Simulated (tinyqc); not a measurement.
Off-state leakage of single and stacked transistors: one step of the calculation.

n-channel devices of unit width. Subthreshold current I(Vg, Vs, Vd) = I0 (T/300 K)^0.5 exp[(Vg - Vs - VT(T) - gb (Vs - Vb) + dd (Vd - Vs))/(nf Vt)] (1 - exp(-(Vd - Vs)/Vt)), VT(T) = VT - cT (T - 300 K). Gate-edge tunnelling Ig (Vd/1 V) exp(ag (Vd - 1 V)), for a gate at 0 V, and band-to-band leakage Ab u exp(-Bb/u), u = Vd - Vb + 1 V, flow at a drain held at V; both are taken as independent of T. In a stack of off transistors (all gates at 0 V) the same subthreshold current passes through each.

Question. Leakage of one transistor. Vg = Vs = 0, Vd = V; effective threshold VT(T) - gb Vb - dd V.

Parameters, values chosen for the exercise; values of the order met in bulk silicon logic transistors: temperature T = 300 K; supply voltage V = 1 V; threshold at 300 K, zero drain and body bias VT = 0.38 V; fall of the threshold with temperature cT = 0.7 mV/K; current at threshold at 300 K I0 = 0.31 uA/um; slope factor nf = 1.55; drain-induced lowering per volt dd = 0.14; rise of the threshold per volt of source-body bias gb = 0.23; gate-edge tunnelling current at 1 V Ig = 5e-5 uA/um; exponential slope of the gate current ag = 5.4 1/V; prefactor of band-to-band leakage at the drain Ab = 10 uA/(um V); its exponential voltage Bb = 26 V; body voltage Vb = -0.3 V.

Constants: q = 1.602176634e-19 C, kB = 1.380649e-23 J/K, Vt = kB T/q. Results are converted to the units shown.

Wanted: effective threshold; parts; total; shares.

Answer.

effective threshold = 0.3090 V
parts (nA/um): subthreshold 0.1388, gate edge 0.05000, band-to-band 0.2833
total = 0.4721 nA/um
shares (%): subthreshold 29.40, gate edge 10.59, band-to-band 60.01

The band-to-band part is the largest.

Numbers from tinyqc (`OMP_NUM_THREADS=1 python tinyqc.py 2242199 2242200 out.jsonl`; about 0.03 s on one thread of a shared Intel Xeon 2.30GHz).
